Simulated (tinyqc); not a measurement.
# Changing the contact length d

Model: specific resistance of a metal-semiconductor contact and its transmission-line measurement. Computed by tinyqc, a small Python program. Command: `OMP_NUM_THREADS=1 python tinyqc.py 3025259 3025260 out.jsonl contact sweep`. One thread of a shared host (Intel(R) Xeon(R) Processor @ 2.30GHz), about 0.02 s of CPU time with the checks.

The barrier is parabolic (depletion approximation), energies E are normal energies counted from the band edge in the neutral semiconductor (downwards for holes), and the bias is zero. xi is an input, held fixed when other inputs move.

Inputs (values chosen for the exercise, modelled on n-type In0.53Ga0.47As):

| quantity | value | unit |
|---|---|---|
| tunnelling mass m | 0.043 | m_0 |
| permittivity eps | 13.9 | - |
| Richardson constant A* | 5.2 | A/(cm^2 K^2) |
| barrier height phi_B | 0.2 | eV |
| doping N | 2.7e+19 | 1/cm^3 |
| Fermi level above the band edge in the bulk, xi | 0.55 | eV |
| temperature T | 300 | K |
| sheet resistance R_sh | 10 | ohm |
| contact width W | 7.5 | micrometre |

Image-force lowering: left out.

Constants: hbar = 1.054571817e-34 J s; eps_0 = 8.8541878128e-12 F/m; m_0 = 9.1093837015e-31 kg; k_B = 8.617333262e-05 eV/K; e = 1.602176634e-19 C.

Method:
- E_00 = (e hbar/2) sqrt(N/(eps eps_0 m)); band bending E_b = phi_B + xi; depletion width w = sqrt(2 eps eps_0 E_b/(e^2 N)).
- WKB transmission for E < E_b, with a = E/E_b: D = exp{-(E_b/E_00) [sqrt(1 - a) - a ln((1 + sqrt(1 - a))/sqrt(a))]}; D = 1 above.
- At zero bias 1/rho_c = (e A*/k_B^2) int D(E) f(E) dE, f = 1/(1 + exp((E - xi)/k_B T)); 200 Gauss-Legendre points from 0 to E_b, and k_B T ln(1 + exp((xi - E_b)/k_B T)) for the part above the barrier; the share of tunnelling is the part below.
- Transmission-line model: transfer length L_T = sqrt(rho_c/R_sh); R_c = (R_sh L_T/W) coth(d/L_T). Limits: rho_c/(W d) for d << L_T, sqrt(rho_c R_sh)/W for d >> L_T.
- Transmission-line model: transfer length L_T = sqrt(rho_c/R_sh); R_c = (R_sh L_T/W) coth(d/L_T). Two contacts a gap s apart give R = 2 R_c + R_sh s/W. A straight-line fit gives R_sh from the slope and R_c from the intercept; the simple reading takes L_x = R_c W/R_sh as the transfer length and rho_c = R_sh L_x^2.

One run for each value:

| contact length d (micrometre) | contact resistance R_c (ohm) | d/L_T | simple reading over true value |
|---|---|---|---|
| 0.0059 | 36.356 | 1.4710e-02 | 4.6219e+03 |
| 0.016 | 13.412 | 3.9892e-02 | 6.2904e+02 |
| 0.042 | 5.125 | 1.0472e-01 | 9.1860e+01 |
| 0.11 | 1.999 | 2.7426e-01 | 1.3966e+01 |
| 0.3 | 0.844 | 7.4798e-01 | 2.4883e+00 |
| 0.79 | 0.556 | 1.9697e+00 | 1.0810e+00 |
| 2.1 | 0.535 | 5.2359e+00 | 1.0001e+00 |

Over the rows, contact resistance R_c (ohm) falls from 36.4 to 0.535 (exponent d ln y / d ln x -1.00 between the first rows and -0.040 between the last); d/L_T rises from 0.0147 to 5.24 (exponent d ln y / d ln x about 1.0 throughout); simple reading over true value falls from 4620 to 1.00 (exponent d ln y / d ln x -2.0 between the first rows and -0.080 between the last). At the low end the exponent of contact resistance R_c is -1.00, close to -1: a short contact.  Left out: 8.40e-4, 0.00220 (the contact is far too resistive to measure).
